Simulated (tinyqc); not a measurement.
Undoped gate-all-around wire MOSFET, analytic charge model: two steps of the calculation.

An undoped round wire of radius R under an insulator shell and a surrounding gate; long channel, electrons only, n = ni exp((psi - V)/Vt) with V the quasi-Fermi potential (0 at the source, Vd at the drain), constant mobility, no quantisation. The radial Poisson equation gives n(r) = n(0)/(1 - (1 - b) r^2/R^2)^2 with b = Q0/(Q + Q0). Q is the electron charge per area of the wire surface.

Values chosen for this exercise; material values close to those of germanium: temperature T = 300 K; band gap Eg = 0.66 eV; relative permittivity of the semiconductor eps_r = 16.2; conduction-band density of states at T Nc = 1.06e19 cm^-3; valence-band density of states at T Nv = 5.9e18 cm^-3; relative permittivity of the gate insulator eox = 4.05; insulator thickness tox = 3.9 nm; wire radius R = 3 nm; gate work function less that of the intrinsic body dphi = 0.02 V; gate voltage Vg = 0.33 V.

Constants: q = 1.602176634e-19 C, kB = 1.380649e-23 J/K, Vt = kB T/q, eps0 = 8.8541878128e-14 F/cm where lengths are in cm. Results are converted to the units shown.

Problem 1. Constants of the wire. ni = sqrt(Nc Nv) exp(-Eg/(2 Vt)), Eg in volts; Cox = eps0 eox/(R ln(1 + tox/R)); Q0 = 4 eps0 eps_r Vt/R; V0 = dphi + Vt ln[8 eps0 eps_r Vt/(q ni R^2)].

Wanted: ni; Cox; Q0; V0.

Solution 1.

ni = 2.261e13 cm^-3
Cox = 1.435 uF/cm^2
Q0 = 494.4 nC/cm^2
V0 = 0.3747 V

Problem 2. Charge at the source by Newton steps in y = ln(Q/Q0). With V = 0 and Q = Q0 exp(y): f = Q/Cox + Vt y + Vt ln(1 + Q/Q0) - (Vg - V0); df/dy = Q/Cox + Vt (1 + Q/(Q + Q0)); y(new) = y - f/(df/dy).

y at the start = 2
Cox = 1.4351090 uF/cm^2
Q0 = 494.42068 nC/cm^2
V0 = 0.37471633 V

Find: Q; f; df/dy; y after iteration 1.

Solution 2.

Q = 3653 nC/cm^2
f = 2.697 V
df/dy = 2.594 V
y after iteration 1 = 0.9604

Program tinyqc, `OMP_NUM_THREADS=1 python tinyqc.py 2460040 2460041 out.jsonl`; Intel Xeon 2.30GHz, shared host, one thread, about 0.02 s.
